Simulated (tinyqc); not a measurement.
Current crowding under a contact, resistor ladder against the transmission-line model: one step of the calculation.

A metal contact of length d and width W on a thin layer of the same width. The metal has no resistance, the sheet resistance under it equals Rsh, and current enters the layer at the front edge x = 0.

Task. The transmission-line result. Transfer length Lt = sqrt(rc/Rsh); front resistance Rc = (Rsh Lt/W) coth(d/Lt); end resistance Re = (Rsh Lt/W)/sinh(d/Lt). v(x) = I (Rsh Lt/W) cosh((d - x)/Lt)/sinh(d/Lt) at the cell centres x = (i - 1/2) d/n.

Parameters, values chosen for the exercise: sheet resistance of the semiconductor layer Rsh = 1600 ohm/sq; specific contact resistivity rc = 2e-5 ohm cm^2; contact length d = 0.2 um; contact width W = 12 um; cells n = 5; current I = 2 mA.

Wanted: Lt; Rc; Re; v(x).

Result.

Lt = 1.1180 um
Rc = 842.20 ohm
Re = 828.91 ohm
v(x), cell 1 to 5 (mV): [1679.3, 1670.8, 1664.4, 1660.2, 1658.1]

The ladder's Rc is 0.021 % above this value, with cells 0.036 Lt long.

Computed by the program tinyqc: `OMP_NUM_THREADS=1 python tinyqc.py 2760040 2760041 out.jsonl`, one thread of a shared Intel Xeon 2.30GHz, about 0.01 s for the whole run.
